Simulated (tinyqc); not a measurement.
Gas flow in a process chamber: flow regimes, conductance, effective pumping speed, pump-down, outgassing and purge: one step, computed by the program tinyqc. Command: `OMP_NUM_THREADS=1 python tinyqc.py 3121201 3121202 out.jsonl pump walk`. One thread of a shared host (Intel(R) Xeon(R) Processor @ 2.30GHz), about 0.07 s of CPU time with the checks.

Ideal gas, isothermal flow, a pump of constant speed at the end of a round pipe; process gas, volume gas and outgassing are given the same properties. 1 sccm = 101325 Pa x 1e-6 m^3/60 s x T/273.15 K.

Question. Molecular flow. Mean speed c = sqrt(8 k_B T/(pi m)); aperture conductance C_a = c pi d^2/16; molecular pipe C_m = C_a/(1 + 3 l/(4 d)) (Dushman form); viscous pipe C_v = pi d^4 p_mean/(128 eta l); Knudsen interpolation C = C_v + C_m (1 + x)/(1 + 1.24 x), x = d p_mean sqrt(m/(k_B T))/eta. Effective speed 1/S_eff = 1/S + 1/C_m; time constant V/S_eff; pressure at which the free path k_B T/(sqrt2 pi d_m^2 p) equals d.

Inputs (values chosen for the exercise, modelled on water vapour near room temperature):
```
quantity            value   unit
molar mass M        18.02  g/mol
molecular diameter   0.46     nm
temperature T         293      K
chamber volume V      130      L
pipe diameter d         4     cm
pipe length l          17     cm
pump speed S           24    L/s
```

Constants: k_B = 1.380649e-23 J/K; u = 1.6605390666e-27 kg.

Give: mean speed c; C_a; C_m; S_eff in molecular flow; time constant; pressure where the free path equals d.

Answer.

mean speed c = 586.74 m/s

C_a = 184.33 L/s

C_m = 44.019 L/s

S_eff in molecular flow = 15.532 L/s

time constant = 8.3699 s

pressure where the free path equals d = 0.10757 Pa

The pipe passes on 65 % of the pump speed.
